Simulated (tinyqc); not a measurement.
# Input admittance of a MOSFET at zero drain bias: distributed channel and distributed gate: what changes with what

Source and drain grounded, strong inversion, w = 2 pi f, Cox = eps0 eox/tox. The channel is an RC line of resistance 1/(mu Cox Vo) per square fed from both ends, so one finger has the intrinsic admittance y = i w Cox L tanh(g)/g per width, g = (1/2) sqrt(i w tau), tau = L^2/(mu Vo). The vertical resistance rv/L is in series with y, the overlaps 2 i w Cov in parallel: y_t = 1/(1/y + rv/L) + 2 i w Cov. The gate strip is a line of Rsh/L per length loaded by y_t, so a finger has Y = y_t Wf tanh(k)/k, k = (Wf/sd) sqrt(y_t Rsh/L); the device has Nf Y.

Parameters, values chosen for the exercise; values of the order met in silicon radio-frequency transistors:

| symbol | value | unit | meaning |
|---|---|---|---|
| eox | 7.4 |  | relative permittivity of the gate insulator (close to silicon nitride) |
| tox | 3.8 | nm | insulator thickness |
| L | 0.42 | um | channel length |
| Wf | 20 | um | finger width |
| Nf | 16 |  | number of fingers |
| mu | 170 | cm^2/(V s) | channel mobility |
| Vo | 0.78 | V | gate overdrive |
| Rsh | 34 | ohm/square | sheet resistance of the gate |
| rv | 0 | ohm um^2 | vertical resistivity of the gate stack |
| sd | 1 |  | number of ends at which a finger is contacted |
| Cov | 0.35 | fF/um | overlap and fringe capacitance on each side |
| f | 1.5 | GHz | frequency |

Constants: eps0 = 8.8541878128e-14 F/cm where lengths are in cm. Results are converted to the units shown.

Each table varies one quantity; the others keep the values above.

## Input impedance against frequency

Low-frequency limits, with c = Cox L and ct = c + 2 Cov: R_strip = Rsh Wf/(3 sd^2 L Nf), R_ch = (c/ct)^2 L/(12 mu Cox Vo Wf Nf), R_vert = (c/ct)^2 rv/(L Wf Nf), C = ct Wf Nf. Z = 1/(Nf Y) = R + 1/(i w C), Q = |Im Z|/R, far-point signal |1/cosh k|.

The same in every row: low-frequency R (ohm) = 34.128.

Results:

| f (GHz) | w tau | \|k\| | R (ohm) | C (fF) | Q | signal at the far point |
|---|---|---|---|---|---|---|
| 0.01 | 8.3586e-4 | 0.12711 | 34.128 | 2541.4 | 183.50 | 0.99998 |
| 0.04 | 0.0033435 | 0.25423 | 34.127 | 2541.1 | 45.881 | 0.99964 |
| 0.1 | 0.0083586 | 0.40197 | 34.122 | 2539.9 | 18.364 | 0.99778 |
| 0.8 | 0.066869 | 1.1369 | 33.762 | 2451.9 | 2.4033 | 0.88164 |
| 2 | 0.16717 | 1.7975 | 32.036 | 2100.7 | 1.1824 | 0.59346 |
| 6 | 0.50152 | 3.1118 | 23.685 | 1213.0 | 0.92328 | 0.21344 |
| 20 | 1.6717 | 5.6480 | 13.436 | 671.17 | 0.88247 | 0.028921 |
| 40 | 3.3435 | 7.8423 | 10.159 | 500.21 | 0.78296 | 0.0041624 |

Estimate the missing row, f = 0.3 GHz.

Computed row:

| f (GHz) | w tau | \|k\| | R (ohm) | C (fF) | Q | signal at the far point |
|---|---|---|---|---|---|---|
| 0.3 | 0.025076 | 0.69623 | 34.076 | 2528.2 | 6.1580 | 0.98053 |

With this row back in the table: R falls from 34.1 to 10.2 ohm and C falls from 2540 to 500 fF. Q goes as f^(-1.00) between the first two rows and f^(-0.17) between the last two, where w tau = 3.34 and |k| = 7.84. The low-frequency limits hold both R and C within 5 % up to f = 0.8 GHz among the rows.

## Dividing a fixed width into fingers

Total width Wf Nf = 320 um; each finger also has a contact resistance Rc at each contacted end, which adds Rc/(sd Nf). The resistances are low-frequency limits, good while |k| is below about 1; the far-point signal is |1/cosh k| at f, without Rc.

The same in every row: R_ch + R_vert (ohm) = 0.39777.

Result of one run:

| Nf | Wf (um) | R_strip (ohm) | Rc/(sd Nf) for Rc = 30 ohm (ohm) | sum (ohm) | signal at the far point |
|---|---|---|---|---|---|
| 8 | 40.000 | 134.92 | 3.7500 | 139.07 | 0.21979 |

What becomes of these results when the number of fingers Nf is changed from 8 to 32, all else the same?

Result of the changed run:

| Nf | Wf (um) | R_strip (ohm) | Rc/(sd Nf) for Rc = 30 ohm (ohm) | sum (ohm) | signal at the far point |
|---|---|---|---|---|---|
| 32 | 10.000 | 8.4325 | 0.93750 | 9.7678 | 0.96806 |

The whole series:

| Nf | Wf (um) | R_strip (ohm) | Rc/(sd Nf) for Rc = 30 ohm (ohm) | sum (ohm) | signal at the far point |
|---|---|---|---|---|---|
| 1 | 320.00 | 8634.9 | 30.000 | 8665.3 | 4.1261e-8 |
| 2 | 160.00 | 2158.7 | 15.000 | 2174.1 | 2.8727e-4 |
| 4 | 80.000 | 539.68 | 7.5000 | 547.58 | 0.023972 |
| 8 | 40.000 | 134.92 | 3.7500 | 139.07 | 0.21979 |
| 16 | 20.000 | 33.730 | 1.8750 | 36.003 | 0.70353 |
| 32 | 10.000 | 8.4325 | 0.93750 | 9.7678 | 0.96806 |
| 64 | 5.0000 | 2.1081 | 0.46875 | 2.9747 | 0.99738 |
| 128 | 2.5000 | 0.52703 | 0.23438 | 1.1592 | 0.99970 |

R_strip falls as 1/Nf^2, from 8630 to 0.527 ohm, the contact term as 1/Nf, and R_ch + R_vert stays at 0.398 ohm since the total width is fixed. The sum stays over 1.5 times that floor in every row. More fingers add wiring capacitance, which is left out.

Computed by the program tinyqc: `OMP_NUM_THREADS=1 python tinyqc.py 2262044 2262045 out.jsonl`, one thread of a shared Intel Xeon 2.30GHz, about 0.01 s for the whole run.
